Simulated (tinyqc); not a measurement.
# Hall effect and magnetoresistance of several carrier groups with constant relaxation times, step by step

A worked calculation. Computed by tinyqc, a small Python program that keeps every step. Command: `OMP_NUM_THREADS=1 python tinyqc.py 3029841 3029842 out.jsonl hall2 walk`. One thread of a shared host (Intel(R) Xeon(R) Processor @ 2.30GHz), about 0.01 s of CPU time with the checks. Intermediate numbers are printed to about 6 digits and carried at full precision; extremes and crossings named in words are read from the listed rows.

Group 1 has charge +e and group 2 charge +e; s_i is that sign. B lies along z; mu B is formed with mu in m^2/(V s).

Inputs (values chosen for the exercise, for a model conductor):
```
quantity            value        unit
density n1        7.5e+16      1/cm^3
mobility mu1         5800  cm^2/(V s)
density n2        4.3e+17      1/cm^3
mobility mu2         2200  cm^2/(V s)
magnetic field B     0.66           T
```

Carriers: light and heavy holes. Densities: per volume.

Constants: e = 1.602176634e-19 C.

## Conductivity of each group

sigma_xx = sum n_i e mu_i/(1 + mu_i^2 B^2); sigma_xy = sum s_i n_i e mu_i^2 B/(1 + mu_i^2 B^2).

Parts (S/cm):
```
group      mu B  sigma_xx  sigma_xy
group 1  0.3828   60.7872   23.2693
group 2  0.1452   148.436   21.5530
```

sigma_xx = 209.224 S/cm

sigma_xy = 44.8223 S/cm

sigma at B = 0 = 221.261 S/cm

## Resistivity, Hall coefficient and magnetoresistance

rho_xx = sigma_xx/(sigma_xx^2 + sigma_xy^2); Hall coefficient R_H = sigma_xy/(B (sigma_xx^2 + sigma_xy^2)), with B in V s/cm^2 (1 T = 1e-4 V s/cm^2); magnetoresistance MR = rho_xx(B)/rho_xx(0) - 1. Apparent density 1/(e |R_H|); Hall mobility |R_H|/rho_xx.

rho_xx = 0.00456984 ohm cm

Hall coefficient R_H = 14.8334 cm^3/C

magnetoresistance MR = 1.11259 %

apparent density = 4.20774e+17 1/cm^3

Hall mobility = 3245.93 cm^2/(V s)

A one-carrier reading would report holes of density 4.21e17, against n1 = 7.5e16 and n2 = 4.3e17.

## Limits of weak and strong field

Weak field: R_H(0) = sum s_i n_i mu_i^2/(e (sum n_i mu_i)^2); MR = c B^2 with c = n1 n2 mu1 mu2 (s1 mu1 - s2 mu2)^2/(n1 mu1 + n2 mu2)^2. Strong field: R_H = 1/(e sum s_i n_i); rho_xx saturates at (n1/mu1 + n2/mu2)/(e (sum s_i n_i)^2).

R_H at weak field = 15.0680 cm^3/C

coefficient c = 0.0279639 1/T^2

R_H at strong field = 12.3594 cm^3/C

saturation MR = 12.8440 %

R_H keeps its sign, and its size changes by a factor 0.820 from weak to strong field.

## Field dependence

rho_xx = sigma_xx/(sigma_xx^2 + sigma_xy^2); Hall coefficient R_H = sigma_xy/(B (sigma_xx^2 + sigma_xy^2)), with B in V s/cm^2 (1 T = 1e-4 V s/cm^2); magnetoresistance MR = rho_xx(B)/rho_xx(0) - 1.

Against the field:
```
B (T)        mu1 B  rho_xx (ohm cm)  R_H (cm^3/C)       MR (%)
0.086  4.98800e-02       0.00452049       15.0637  2.06489e-02
0.26   1.50800e-01       0.00452798       15.0287  1.86294e-01
0.69   4.00200e-01       0.00457408       14.8136  1.20632e+00
1.7    9.86000e-01       0.00474375       14.0220  4.96043e+00
4.3    2.49400e+00       0.00498454       12.8984  1.02883e+01
10     5.80000e+00       0.00507456       12.4784  1.22800e+01
26     1.50800e+01       0.00509613       12.3777  1.27573e+01
69     4.00200e+01       0.00509949       12.3620  1.28317e+01
210    1.21800e+02       0.00509999       12.3597  1.28427e+01
```

MR starts as B^1.99 and ends as B^0.00; it saturates at 12.8 %. One group alone would show no magnetoresistance in this model. The rows with mu1 B well above 1 show the semiclassical limit; Landau quantisation is left out. Fields above 100 T are beyond ordinary laboratory magnets.

## Back from four measured limits to the two groups

With z_i = s_i mu_i and w_i = s_i n_i the moments M_k = w1 z1^k + w2 z2^k are M_(-1) = (1 + MR_sat) M_0^2/M_1, M_0 = 1/(e R_strong), M_1 = sigma(0)/e, M_2 = R_weak sigma(0)^2/e. The z_i are the roots of z^2 + p z + q with M_2 + p M_1 + q M_0 = 0 and M_1 + p M_0 + q M_(-1) = 0; then w follows from M_0 and M_1. Group 1 is the faster.

p and q: -8000.00  1.27600e+07

signed mobilities s_i mu_i (cm^2/(V s)): 5800.00  2200.00

densities (1/cm^3): 7.50000e+16  4.30000e+17

Checks made by the program: weak-field formulas against the tensor at mu1 B = 1e-3 (relative difference 6e-07); recovered mobilities and densities against the inputs (relative difference below 1e-10).
